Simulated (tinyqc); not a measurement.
Electroplating on a thin resistive seed layer: kinetics, Wagner number and the terminal effect across a wafer: one step, computed by the program tinyqc.

Current enters the seed at the rim. The bath is treated as a local resistance per area (no lateral flow in the liquid), two electrons per ion, molar volume 7.11 cm^3/mol, Faraday constant F = e N_A, kinematic viscosity 0.01 cm^2/s, omega = 2 pi x rpm/60; k_B T/e is in volts.

Task: Linear estimate of the terminal effect. Linearised: with R_t = kinetic + bath resistance the current density obeys (1/r)(r i')' = i R_s/R_t, so i = A I_0(r/l), l = sqrt(R_t/R_s); with x = R/l, edge/centre = I_0(x) and edge/mean = x I_0(x)/(2 I_1(x)). Voltage drop in the seed for a uniform current: i R_s R^2/4.

Inputs (values chosen for the exercise, of the order of those for copper plating from an acid sulfate bath): wafer radius R = 15 cm; mean current density = 4.8 mA/cm^2; temperature T = 298 K.

kinetic resistance = 8.916546 ohm cm^2

bath resistance R_b = 76.23077 ohm cm^2

sheet resistance R_s = 2.765957 ohm/square

Give: length l; x = R/l; edge over centre, linear; edge over mean, linear; drop for uniform current.

Result:

length l = 5.548 cm

x = R/l = 2.704

edge over centre, linear = 3.852

edge over mean, linear = 1.721

drop for uniform current = 746.8 mV
